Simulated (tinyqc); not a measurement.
Capacitance measurement on a leaky thin oxide: effects of series resistance and leakage: two steps of the calculation.

The device is a capacitance C in parallel with a leakage conductance G, in series with Rs and Ls. An impedance meter reports either a parallel pair (Cp, Gp) from Y = 1/Z = Gp + i w Cp or a series pair (Cs, Rm) from Z = Rm + 1/(i w Cs); w = 2 pi f, dissipation D = Gp/(w |Cp|).

Parameters, values chosen for the exercise; values of the order met in thin-oxide MOS capacitors: relative permittivity of the gate insulator (close to silicon dioxide) eox = 3.9; insulator thickness tox = 1.8 nm; gate area A = 2500 um^2; oxide-equivalent thickness added by the accumulation layer zc = 0.37 nm; oxide-equivalent thickness added by gate depletion zp = 0 nm; gate leakage current density, not matched to the thickness Jg = 15 A/cm^2; voltage for an e-fold rise of the leakage Vs = 0.16 V; series resistance Rs = 30 ohm; series inductance Ls = 0 nH; measuring frequency f = 2e5 Hz.

Constants: eps0 = 8.8541878128e-14 F/cm where lengths are in cm. Results are converted to the units shown.

Task 1. True capacitance and conductance. EOT = 3.9 tox/eox; CET = EOT + zc + zp; C = 3.9 eps0 A/CET; G = Jg A/Vs.

Give: EOT; CET; C; G.

Result 1.

EOT = 1.8000 nm
CET = 2.1700 nm
C = 39.783 pF
G = 2343.8 uS

Task 2. What the meter reports. Z = Rs + i w Ls + 1/(G + i w C).

C = 39.782641 pF
G = 2343.7500 uS

Wanted: Z; Cp; Gp; Cs; D.

Result 2.

Z = 456.5-9.1i ohm
Cp = 34.73 pF
Gp = 2190 uS
Cs = 8.748e4 pF
D = 50.18

Cp is 13 % below C and Cs is 2200 times it; G Rs = 0.0703, w C Rs = 0.00150 and G/(w C) = 46.9.

Program tinyqc, `OMP_NUM_THREADS=1 python tinyqc.py 2022180 2022181 out.jsonl`; Intel Xeon 2.30GHz, shared host, one thread, about 0.01 s.
